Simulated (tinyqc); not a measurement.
# Worked calculation: heated strip on a layer stack, thermal resistances with spreading

Computed by the program tinyqc: `OMP_NUM_THREADS=1 python tinyqc.py 2520022 2520023 out.jsonl`, one thread of a shared Intel Xeon 2.30GHz, about 0.01 s for the whole run. Printed values are rounded.

A long strip of width ws dissipates Pw per length on three layers over a heat sink. Heat is taken to spread at 45 degrees, so the width of the flow grows by twice the depth: w1 = ws + 2 t1, w2 = w1 + 2 t2, w3 = w2 + 2 t3 at the bottoms of the layers. This is a rule of thumb, not a solution of the heat equation.

Parameters, values chosen for the exercise; conductivities close to those of gallium arsenide (layer 1), gallium arsenide (layer 2) and solder (layer 3):
- T0 = 323 K (heat-sink temperature)
- ws = 1.6 um (width of the heated strip)
- Pw = 0.45 W/mm (power per length of the strip)
- t1 = 1.2 um (thickness of layer 1)
- k1 = 52.3 W/(m K) (conductivity of layer 1)
- Rb = 48 m^2 K/GW (boundary resistance between layers 1 and 2)
- t2 = 200 um (thickness of layer 2)
- k2 = 45.7 W/(m K) (conductivity of layer 2 at 300 K)
- p = 1.3 (exponent in k2(T) = k2 (300 K/T)^p)
- t3 = 10 um (thickness of layer 3)
- k3 = 54.9 W/(m K) (conductivity of layer 3)

## Thermal resistances

Resistances times length: layer i, ln(w_i/w_(i-1))/(2 k_i) with w0 = ws; boundary, Rb/w1.

resistance times length (K mm/W): layer 1 8.759950, boundary 12, layer 2 50.49366, layer 3 0.4400599

The largest part, 70.4 % of the sum, is layer 2.

## Temperatures

From the sink upward: Ta = T0 + Pw R3; across layer 2 the Kirchhoff transform gives Tb^(1-p) = Ta^(1-p) + (1 - p)(300 K)^(-p) Pw R2; Tc = Tb + Pw Rboundary; Tj = Tc + Pw R1. With constant k2, Tj would be T0 + Pw times the sum of the resistances.

temperatures (K): Ta 323.1980, Tb 349.5446, Tc 354.9446, Tj 358.8866
Tj with constant k2 = 355.2622 K

The rise Tj - T0 is 35.9 K, 11 % above the value for constant k2.
